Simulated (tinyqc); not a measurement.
Thermal stress and diffusional relaxation in a metal film: Coble and Nabarro-Herring creep, cooling and holds: one step, computed by the program tinyqc. Command: `OMP_NUM_THREADS=1 python tinyqc.py 3018498 3018499 out.jsonl creep walk`. One thread of a shared host (Intel(R) Xeon(R) Processor @ 2.30GHz), about 0.1 s of CPU time with the checks.

A thin film on a rigid substrate is stress-free at T0. Tension is positive and the film creeps linearly: d sigma/dt = -M (mismatch) dT/dt - sigma/tau.

Problem. Creep at the hold temperature. Creep rate per stress: Nabarro-Herring 14 D Omega/(k_B T d^2), Coble (14 pi) delta D_b Omega/(k_B T d^3), with D = D0 exp(-E/(k_B T)), delta D_b = (delta D_b)0 exp(-E_b/(k_B T)); 1/tau = M x (sum of both)/2 (biaxial strain rate is half the uniaxial one). Temperatures in kelvin are T(C) + 273.15. sigma(t) = sigma_0 exp(-t/tau), relaxed part sigma_0 - sigma(t); the grain size where both mechanisms are equal is pi delta D_b/D.

Inputs (values chosen for the exercise, modelled on aluminium films on silicon):

| quantity | value | unit |
|---|---|---|
| biaxial modulus M | 110 | GPa |
| atomic volume Omega | 16.6 | angstrom^3 |
| lattice prefactor D0 | 0.00021 | m^2/s |
| lattice energy E | 1.5 | eV |
| boundary prefactor (delta D_b)0 | 4e-14 | m^3/s |
| boundary energy E_b | 0.862 | eV |
| grain size d | 1.7 | um |
| stress-free temperature T0 | 350 | C |
| hold temperature T | 200 | C |
| hold time t | 0.01 | h |

stress after a quench sigma_0 = 348.15 MPa

Constants: k_B = 1.380649e-23 J/K; k_B = 8.617333262e-05 eV/K.

Give: Nabarro-Herring rate; Coble rate; relaxation time tau; stress after the hold; stress relaxed during the hold; crossover grain size.

Solution.

Nabarro-Herring rate = 2.7237e-16 1/(Pa s)

Coble rate = 5.9894e-13 1/(Pa s)

relaxation time tau = 0.0084285 h

stress after the hold = 106.29 MPa

stress relaxed during the hold = 241.86 MPa

crossover grain size = 3738.3 um

Coble creep is 2200 times as fast as Nabarro-Herring creep at this grain size. The crossover size is formal, far above any film grain. Caution: bulk creep laws overstate relaxation in a bonded film, where the substrate constrains boundary diffusion, and dislocation glide is left out.
